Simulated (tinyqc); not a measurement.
# Read current of a NAND string, cells in series solved by shooting: two studies

Cells in series, numbered from 0 at the source line (0 V) to the bit line, each followed by a gap resistance Rg. A cell with gate Vg, threshold VT, source Vs and drain Vd passes I = 2 nf K Vt^2 [F(Vs) - F(Vd)]/(1 + th max(Vg - VT, 0)), F(V) = ln^2(1 + exp((Vg - VT - nf V)/(2 nf Vt))). The selected cell has Vg = Vr, the others Vg = Vp.

Parameters, values chosen for the exercise; values of the order met in vertical NAND strings: temperature T = 300 K; gain factor of a cell K = 6.7 uA/V^2; slope factor nf = 1.6; mobility reduction factor th = 0.03 1/V; resistance of the gap between cells Rg = 6.6 kohm; bit-line voltage Vbl = 0.3 V; pass voltage Vp = 6.8 V; threshold of an erased cell Ve = -1 V; threshold of the highest state Vh = 4.6 V; threshold of the selected cell Vx = 1.5 V; sensing current Is = 20 nA; read voltage on the selected word line Vr = 2.96 V.

Constants: q = 1.602176634e-19 C, kB = 1.380649e-23 J/K, Vt = kB T/q. Results are converted to the units shown.

Each table varies one quantity; the others keep the values above.

## Read current against the number of cells

For a trial current I start at 0 V and, cell by cell, solve for the drain: sqrt(F(Vd)) = sqrt(F(Vs) - I/k), k = 2 nf K Vt^2/(1 + th max(Vg - VT, 0)), Vd = [Vg - VT - 2 nf Vt ln(exp(sqrt F) - 1)]/nf, then add I Rg. The string current is the I for which the last node reaches Vbl. The apparent threshold is the Vr at which I = Is. Background: all other cells erased (VT = Ve) or all in the highest state (VT = Vh); ratio and shift are high over erased and high minus erased. The selected cell is in the middle, cell n/2.

Results:
```
n,"I, others erased (uA)","I, others high (uA)",ratio,"apparent VT, erased (V)","apparent VT, high (V)",background shift (mV)
8,0.8518,0.4007,0.4703,1.571,1.578,6.269
16,0.5006,0.2068,0.4131,1.575,1.588,12.58
64,0.1439,0.05296,0.3680,1.599,1.650,51.50
96,0.09754,0.03540,0.3629,1.614,1.694,79.42
128,0.07377,0.02659,0.3604,1.630,1.746,115.7
```

Estimate the missing row, n = 32.

Computed row:
```
n,"I, others erased (uA)","I, others high (uA)",ratio,"apparent VT, erased (V)","apparent VT, high (V)",background shift (mV)
32,0.2742,0.1051,0.3832,1.583,1.608,25.34
```

With this row back in the table: With erased neighbours the current falls from 0.852 to 0.0738 uA, as n^(-0.77) between the first two rows and n^(-0.97) between the last two (-1 once the series resistance rules). The ratio falls from 0.470 to 0.360 and the background shift rises from 6.27 to 116 mV.

## Effect of the pass voltage

Same model as above.

The string has 64 cells and the selected one is cell 32.

Results:
```
Vp (V),"I, others erased (uA)","I, others high (uA)",ratio,"apparent VT, erased (V)","apparent VT, high (V)",background shift (mV)
5.7,0.1305,0.02530,0.1938,1.602,1.746,144.0
6.2,0.1368,0.03847,0.2812,1.600,1.679,78.81
6.7,0.1427,0.05063,0.3547,1.599,1.654,54.80
7.2,0.1484,0.06191,0.4173,1.598,1.639,41.14
8.2,0.1588,0.08217,0.5175,1.596,1.622,26.25
8.7,0.1636,0.09131,0.5580,1.595,1.617,21.81
```

Estimate the missing row, Vp = 7.7 V.

Computed row:
```
Vp (V),"I, others erased (uA)","I, others high (uA)",ratio,"apparent VT, erased (V)","apparent VT, high (V)",background shift (mV)
7.7,0.1537,0.07240,0.4710,1.597,1.629,32.34
```

With this row back in the table: As Vp goes from 5.7 to 8.7 V, the current with erased neighbours rises from 0.131 to 0.164 uA, that with high neighbours rises from 0.0253 to 0.0913 uA and the ratio rises from 0.194 to 0.558. The background shift falls from 144 to 21.8 mV. A higher pass voltage also disturbs erased cells more, which this model leaves out.

Program tinyqc, `OMP_NUM_THREADS=1 python tinyqc.py 2142081 2142082 out.jsonl`; Intel Xeon 2.30GHz, shared host, one thread, about 0.5 s.
